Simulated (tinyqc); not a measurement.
Doping from the ideality factor.

Problem. For thermionic-field emission over a Schottky barrier the ideality factor is n = u coth(u) with u = E00/Vt and E00 = (hbar/2) sqrt(Nd/(me m0 eps0 eps_r)) in SI units (volts). Find u, E00 and Nd.

Parameters, values chosen for the exercise; band and dielectric values close to those of gallium arsenide: temperature T = 300 K; electron mass me = 0.0662 m0; relative permittivity eps_r = 13.

Constants: q = 1.602176634e-19 C, kB = 1.380649e-23 J/K, eps0 = 8.8541878128e-12 F/m, hbar = 1.054571817e-34 J s, m0 = 9.1093837015e-31 kg, Vt = kB T/q. Results are converted to the units shown.

n = 1.5860103

Answer. u coth(u) rises steadily from 1, so n fixes u; the definition of E00 then gives Nd.

u = 1.41
E00 = 36.4 meV
Nd = 3.30e18 cm^-3

Program tinyqc, `OMP_NUM_THREADS=1 python tinyqc.py 2640004 2640005 out.jsonl`; Intel Xeon 2.30GHz, shared host, one thread, about 0.03 s.
